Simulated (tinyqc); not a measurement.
# Sub-threshold conduction and electro-thermal threshold of an amorphous chalcogenide: two studies

Trap-limited conduction: I = I0 exp(-Ea/kB T) sinh(q V dz/(2 ua kB T)), I0 = 2 q A Nt dz/ta. One lumped temperature T = T0 + Rt I V. The threshold is the largest V for which a steady state exists on the low-current branch.

Parameters, values chosen for the exercise; values of the order of Ge-Sb-Te and related chalcogenides: ambient temperature T0 = 330 K; cross-section A = 880 nm^2; amorphous thickness ua = 42 nm; distance between traps dz = 4.6 nm; activation energy Ea = 0.37 eV; trap density Nt = 3.4e19 cm^-3; attempt time ta = 2e-14 s; thermal resistance Rt = 4.5 K/uW.

Constants: q = 1.602176634e-19 C, kB = 1.380649e-23 J/K. Results are converted to the units shown.

Each table varies one quantity; the others keep the values above.

## Threshold against ambient temperature

The threshold is the first local maximum over T of the V that solves Rt I(V, T) V = T - T0.

Threshold against ambient temperature:

| T0 (K) | Vth (V) | T - T0 (K) | Ith (uA) | field (MV/cm) |
|---|---|---|---|---|
| 230 | 4.110 | 44.94 | 2.430 | 0.9785 |
| 260 | 3.856 | 53.23 | 3.068 | 0.9181 |
| 300 | 3.540 | 65.29 | 4.098 | 0.8430 |
| 330 | 3.320 | 75.18 | 5.032 | 0.7905 |
| 360 | 3.114 | 85.91 | 6.131 | 0.7413 |
| 400 | 2.859 | 101.7 | 7.909 | 0.6807 |

Vth falls from 4.11 to 2.86 V, on average -7.36 mV/K, and the rise at threshold rises from 44.9 to 102 K: a warmer layer conducts more and needs less field to reach runaway.

## Threshold against amorphous thickness

Same model as above.

Rt is held fixed.

Threshold against amorphous thickness:

| ua (nm) | Vth (V) | T - T0 (K) | Ith (uA) | field (MV/cm) |
|---|---|---|---|---|
| 18 | 1.623 | 96.32 | 13.19 | 0.9017 |
| 24 | 2.072 | 87.67 | 9.405 | 0.8632 |
| 30 | 2.502 | 82.14 | 7.296 | 0.8339 |
| 36 | 2.917 | 78.19 | 5.957 | 0.8102 |
| 42 | 3.320 | 75.18 | 5.032 | 0.7905 |
| 48 | 3.713 | 72.79 | 4.356 | 0.7736 |
| 54 | 4.097 | 70.83 | 3.841 | 0.7588 |
| 60 | 4.474 | 69.18 | 3.436 | 0.7456 |

Vth rises from 1.62 to 4.47 V, as ua^(0.84), and the threshold field falls from 0.902 to 0.746 MV/cm; Ith falls from 13.2 to 3.44 uA. A power of 1 would mean a fixed threshold field.

Range of the model: Purely electronic switching mechanisms, filaments and series resistance are left out.

tinyqc, about 0.02 s, one thread, Intel Xeon 2.30GHz (shared host): `OMP_NUM_THREADS=1 python tinyqc.py 2490102 2490103 out.jsonl`
